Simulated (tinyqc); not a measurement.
Capacitance of parallel on-chip lines from Laplace's equation on a mesh: one step of the calculation.

Cross-section of an endless row of equal lines between two grounded planes; neighbours are driven in antiphase (+1 V and -1 V), so the plane midway between two lines is at 0 V. By symmetry one quarter is solved: x runs from the centre of a line (column 0, mirror) to that midplane (column 4, 0 V), y from the mid-height of the line (row 0, mirror) to the ground plane (row 4, 0 V). The line fills columns 0 to 2 and rows 0 to 1 at 1 V. Cells beside the line (below row 1) have e2, cells above have e1. Each link between nodes has the conductance g = mean permittivity of the two cells beside it (a cell beyond a mirror counts as 0), and the free nodes obey sum g (V_neighbour - V) = 0.

Question. Relaxation sweep. One sweep visits the free nodes row by row from row 0, left to right, and replaces V by V + om (weighted mean of the neighbours - V), using new values at once.

Values chosen for this exercise: over-relaxation factor om = 1.4.

V at the start (V):
```
       col 0  col 1  col 2  col 3  col 4
row 0      1      1      1      0      0
row 1      1      1      1      0      0
row 2      0      0      0      0      0
row 3      0      0      0      0      0
row 4      0      0      0      0      0
```

gx:
```
       col 0  col 1  col 2  col 3
row 0    0.5    0.5    0.5    0.5
row 1   2.45   2.45   2.45   2.45
row 2    3.9    3.9    3.9    3.9
row 3    3.9    3.9    3.9    3.9
row 4   1.95   1.95   1.95   1.95
```

gy:
```
       col 0  col 1  col 2  col 3  col 4
row 0    0.5      1      1      1    0.5
row 1   1.95    3.9    3.9    3.9   1.95
row 2   1.95    3.9    3.9    3.9   1.95
row 3   1.95    3.9    3.9    3.9   1.95
```

Give: V after sweep 1.

Answer.

V after sweep 1 (V):
```
        col 0   col 1   col 2   col 3   col 4
row 0  1.0000  1.0000  1.0000  0.3500  0.0000
row 1  1.0000  1.0000  1.0000  0.4000  0.0000
row 2  0.3500  0.4725  0.5154  0.3204  0.0000
row 3  0.1225  0.2082  0.2533  0.2008  0.0000
row 4  0.0000  0.0000  0.0000  0.0000  0.0000
```

Program tinyqc, `OMP_NUM_THREADS=1 python tinyqc.py 2790107 2790108 out.jsonl`; Intel Xeon 2.30GHz, shared host, one thread, about 0.8 s.
